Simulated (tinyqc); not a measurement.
MP2 on RHF in the sto-3g basis, for H6, spin multiplicity 1, step by step. One step of it, computed by the program tinyqc.

Task: Second-order Moller-Plesset energy. E2 = sum_ijab (ia|jb) [2 (ia|jb) - (ib|ja)] / (e_i + e_j - e_a - e_b) over occupied i, j and virtual a, b; the opposite-spin part is (ia|jb)^2 / denominator, the rest is same-spin, and SCS-MP2 scales them by 6/5 and 1/3.

orbital energies (hartree): MO1 -0.584458, MO2 -0.505929, MO3 -0.402378, MO4 0.290388, MO5 0.515985, MO6 0.765460

Two-electron integrals over orbitals (pq|rs), unique and non-zero (hartree):
```
(11|11) 0.383254    (21|11) -0.000064   (21|21) 0.125329    (22|11) 0.301319
(22|21) 0.000426    (22|22) 0.365550    (31|11) 0.077244    (31|21) -0.000175
(31|22) -0.059556   (31|31) 0.129001    (32|11) -0.000266   (32|21) -0.121570
(32|22) -0.000254   (32|31) -0.000328   (32|32) 0.137659    (33|11) 0.359007
(33|21) -0.000477   (33|22) 0.316416    (33|31) 0.043850    (33|32) 0.000352
(33|33) 0.357996    (41|11) 0.000007    (41|21) 0.033645    (41|22) -0.000098
(41|31) 0.000111    (41|32) 0.004713    (41|33) 0.000051    (41|41) 0.082259
(42|11) 0.050499    (42|21) -0.000240   (42|22) -0.005167   (42|31) 0.046541
(42|32) 4.03e-07    (42|33) 0.013152    (42|41) -0.000168   (42|42) 0.068918
(43|11) 0.000240    (43|21) 0.056463    (43|22) 0.000097    (43|31) 0.000246
(43|32) -0.053958   (43|33) -0.000100   (43|41) 0.016949    (43|42) 0.000151
(43|43) 0.076161    (44|11) 0.357477    (44|21) -0.000404   (44|22) 0.315087
(44|31) 0.041308    (44|32) 0.000270    (44|33) 0.348927    (44|41) 0.000022
(44|42) 0.019638    (44|43) -0.000066   (44|44) 0.360939    (51|11) 0.008966
(51|21) 0.000071    (51|22) 0.024712    (51|31) -0.020371   (51|32) 0.000087
(51|33) -0.009227   (51|41) 0.000097    (51|42) 0.041272    (51|43) 0.000128
(51|44) -0.002634   (51|51) 0.048779    (52|11) 0.000134    (52|21) 0.019791
(52|22) -0.000073   (52|31) 0.000185    (52|32) 0.006001    (52|33) 0.000090
(52|41) 0.056207    (52|42) 0.000070    (52|43) -0.041668   (52|44) 0.000082
(52|51) 0.000175    (52|52) 0.092611    (53|11) -0.057327   (53|21) 0.000231
(53|22) -0.000017   (53|31) -0.049625   (53|32) 0.000025    (53|33) -0.024140
(53|41) 0.000163    (53|42) -0.066768   (53|43) -0.000192   (53|44) -0.020481
(53|51) -0.038067   (53|52) -0.000038   (53|53) 0.070620    (54|11) 0.000215
(54|21) 0.120948    (54|22) 0.000248    (54|31) 0.000270    (54|32) -0.132387
(54|33) -0.000380   (54|41) 0.001207    (54|42) -0.000014   (54|43) 0.055305
(54|44) -0.000312   (54|51) -0.000059   (54|52) -0.005112   (54|53) -2.45e-06
(54|54) 0.140630    (55|11) 0.312017    (55|21) 0.000352    (55|22) 0.368433
(55|31) -0.052254   (55|32) -0.000185   (55|33) 0.324928    (55|41) -0.000075
(55|42) -0.001953   (55|43) 0.000085    (55|44) 0.331949    (55|51) 0.025118
(55|52) -0.000061   (55|53) -0.001226   (55|54) 0.000203    (55|55) 0.389032
(61|11) 0.000044    (61|21) -0.001827   (61|22) 0.000061    (61|31) 3.49e-06
(61|32) -0.012831   (61|33) -0.000038   (61|41) -0.029420   (61|42) 0.000109
(61|43) -0.055373   (61|44) -0.000023   (61|51) -0.000013   (61|52) 0.034667
(61|53) -0.000077   (61|54) 0.010687    (61|55) 0.000047    (61|61) 0.068995
(62|11) 0.014122    (62|21) 0.000086    (62|22) 0.029038    (62|31) -0.018324
(62|32) 0.000068    (62|33) -0.000491   (62|41) 0.000123    (62|42) 0.039327
(62|43) 0.000150    (62|44) -0.002554   (62|51) 0.046331    (62|52) 0.000183
(62|53) -0.041169   (62|54) -0.000059   (62|55) 0.028317    (62|61) -0.000033
(62|62) 0.048185    (63|11) -1.49e-06   (63|21) -0.037120   (63|22) 0.000086
(63|31) -0.000111   (63|32) 0.002140    (63|33) -0.000022   (63|41) -0.080255
(63|42) 0.000185    (63|43) -0.018677   (63|44) -0.000029   (63|51) -0.000080
(63|52) -0.056935   (63|53) -0.000192   (63|54) -0.000947   (63|55) 0.000086
(63|61) 0.029116    (63|62) -0.000107   (63|63) 0.084844    (64|11) -0.078974
(64|21) 0.000187    (64|22) 0.053617    (64|31) -0.124760   (64|32) 0.000305
(64|33) -0.044943   (64|41) -0.000096   (64|42) -0.048748   (64|43) -0.000245
(64|44) -0.045565   (64|51) 0.017776    (64|52) -0.000181   (64|53) 0.050801
(64|54) -0.000269   (64|55) 0.055775    (64|61) -0.000006   (64|62) 0.017420
(64|63) 0.000105    (64|64) 0.133696    (65|11) -0.000038   (65|21) 0.128442
(65|22) 0.000392    (65|31) -0.000110   (65|32) -0.125479   (65|33) -0.000485
(65|41) 0.035390    (65|42) -0.000229   (65|43) 0.059998    (65|44) -0.000420
(65|51) 0.000062    (65|52) 0.020719    (65|53) 0.000221    (65|54) 0.130541
(65|55) 0.000346    (65|61) -0.002982   (65|62) 0.000081    (65|63) -0.040810
(65|64) 0.000138    (65|65) 0.142608    (66|11) 0.404698    (66|21) -0.000102
(66|22) 0.318643    (66|31) 0.081971    (66|32) -0.000246   (66|33) 0.380600
(66|41) 9.08e-07    (66|42) 0.055590    (66|43) 0.000249    (66|44) 0.386556
(66|51) 0.010775    (66|52) 0.000143    (66|53) -0.063294   (66|54) 0.000206
(66|55) 0.338168    (66|61) 0.000046    (66|62) 0.016237    (66|63) 0.000007
(66|64) -0.089179   (66|65) -0.000081   (66|66) 0.447258
```

Hartree-Fock energy = -3.18712277 hartree

Give: Terms; Pair energies; MP2 correlation energy; SCS-MP2 correlation energy; MP2 total energy.

Result:

Terms (the 40 largest of 81):
```
i  j  a  b  (ia|jb)  (ib|ja)  denominator       term
2  2  5  5   0.0926   0.0926      -2.0438    -0.0042
3  3  4  4   0.0762   0.0762      -1.3855    -0.0042
1  3  4  6  -0.0803  -0.0554      -2.0427    -0.0041
3  1  6  4  -0.0803  -0.0554      -2.0427    -0.0041
1  1  4  4   0.0823   0.0823      -1.7497    -0.0039
2  3  4  5  -0.0668  -0.0417      -1.7147    -0.0036
3  2  5  4  -0.0668  -0.0417      -1.7147    -0.0036
3  3  6  6   0.0848   0.0848      -2.3357    -0.0031
2  2  4  4   0.0689   0.0689      -1.5926    -0.0030
3  3  5  5   0.0706   0.0706      -1.8367    -0.0027
1  2  4  5   0.0562   0.0413      -1.8968    -0.0021
2  1  5  4   0.0562   0.0413      -1.8968    -0.0021
2  3  5  6  -0.0569  -0.0412      -2.1898    -0.0019
3  2  6  5  -0.0569  -0.0412      -2.1898    -0.0019
1  1  6  6   0.0690   0.0690      -2.6998    -0.0018
1  2  5  6   0.0463   0.0347      -2.3718    -0.0011
2  1  6  5   0.0463   0.0347      -2.3718    -0.0011
1  1  5  5   0.0488   0.0488      -2.2009    -0.0011
2  2  6  6   0.0482   0.0482      -2.5428    -0.0009
1  3  6  4  -0.0554  -0.0803      -2.0427    -0.0008
3  1  4  6  -0.0554  -0.0803      -2.0427    -0.0008
2  2  4  6   0.0393   0.0393      -2.0677    -0.0007
2  2  6  4   0.0393   0.0393      -2.0677    -0.0007
1  3  5  5  -0.0381  -0.0381      -2.0188    -0.0007
3  1  5  5  -0.0381  -0.0381      -2.0188    -0.0007
2  1  4  5   0.0413   0.0562      -1.8968    -0.0006
1  2  5  4   0.0413   0.0562      -1.8968    -0.0006
3  2  5  6  -0.0412  -0.0569      -2.1898  -4.78e-04
2  3  6  5  -0.0412  -0.0569      -2.1898  -4.78e-04
2  3  5  4  -0.0417  -0.0668      -1.7147  -4.03e-04
3  2  4  5  -0.0417  -0.0668      -1.7147  -4.03e-04
1  1  6  4  -0.0294  -0.0294      -2.2248  -3.89e-04
1  1  4  6  -0.0294  -0.0294      -2.2248  -3.89e-04
1  3  6  6   0.0291   0.0291      -2.5178  -3.37e-04
3  1  6  6   0.0291   0.0291      -2.5178  -3.37e-04
1  2  6  5   0.0347   0.0463      -2.3718  -3.36e-04
2  1  5  6   0.0347   0.0463      -2.3718  -3.36e-04
3  3  4  6  -0.0187  -0.0187      -1.8606  -1.87e-04
3  3  6  4  -0.0187  -0.0187      -1.8606  -1.87e-04
1  3  4  4   0.0169   0.0169      -1.5676  -1.83e-04
```

Pair energies (hartree; pair i-j sums ij and ji):
```
pair  opposite spin  same spin
1-1         -0.0075          0
2-1         -0.0080  -3.50e-04
2-2         -0.0096          0
3-1         -0.0118    -0.0006
3-2         -0.0117    -0.0010
3-3         -0.0104          0
```

MP2 correlation energy = -0.060823 hartree

SCS-MP2 correlation energy = -0.071325 hartree

MP2 total energy = -3.247945 hartree
